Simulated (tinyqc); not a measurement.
Resistance of a source-drain extension with a graded tip: one step of the calculation.

y runs along the channel, the gate covers y > 0. The doping is N0 for y < y0 and N0 10^(-(y - y0)/la) beyond, uniform over the depth xj. Sheet conductance s(y) = q mu(N) max(N - Nch, 0) xj + (for y > 0) ma Cox Vo, with mu(N) = u0 + (u1 - u0)/(1 + (N/Nr)^au) and Cox = eps0 eox/tox. Current is taken as one-dimensional; depletion of the tip, spreading and the contact are left out. The metallurgical junction lies at yj, where N = Nch.

Problem. Sheet resistances and junction position. yj = y0 + la log10(N0/Nch); sheet resistance of the full extension 1/[q mu(N0)(N0 - Nch) xj] and of the gate-induced layer 1/(ma Cox Vo); metallurgical length Lg - 2 yj; ye is where the doped and the gate-induced conductances are equal.

Values chosen for this exercise; mobility law close to that of electrons in silicon:

| symbol | value | unit | meaning |
|---|---|---|---|
| eox | 25.4 |  | relative permittivity of the gate insulator (close to zirconium oxide) |
| tox | 10 | nm | insulator thickness |
| N0 | 1.3e20 | cm^-3 | active doping of the extension far from the gate |
| la | 4.7 | nm/decade | lateral abruptness |
| y0 | 2.4 | nm | position under the gate where the fall begins (gate edge at 0) |
| xj | 21 | nm | depth of the extension |
| Nch | 1.3e18 | cm^-3 | channel doping |
| Vo | 0.74 | V | gate overdrive |
| ma | 240 | cm^2/(V s) | mobility of the gate-induced layer |
| u1 | 1414 | cm^2/(V s) | mobility at low doping |
| u0 | 68.5 | cm^2/(V s) | mobility at high doping |
| Nr | 9.2e16 | cm^-3 | reference doping |
| au | 0.711 |  | exponent |
| Lg | 90 | nm | gate length |

Constants: q = 1.602176634e-19 C, eps0 = 8.8541878128e-14 F/cm where lengths are in cm. Results are converted to the units shown.

Give: yj; sheet resistance of the extension; sheet resistance of the induced layer; metallurgical length; ye; N at ye.

Solution.

yj = 11.800 nm
sheet resistance of the extension = 303.06 ohm/square
sheet resistance of the induced layer = 2503.7 ohm/square
metallurgical length = 66.400 nm
ye = 7.2296 nm
N at ye = 1.2200e19 cm^-3

The gate takes over 4.57 nm before the junction, where N is still 9.38 times the channel doping.

Numbers from tinyqc (`OMP_NUM_THREADS=1 python tinyqc.py 2282121 2282122 out.jsonl`; about 0.03 s on one thread of a shared Intel Xeon 2.30GHz).
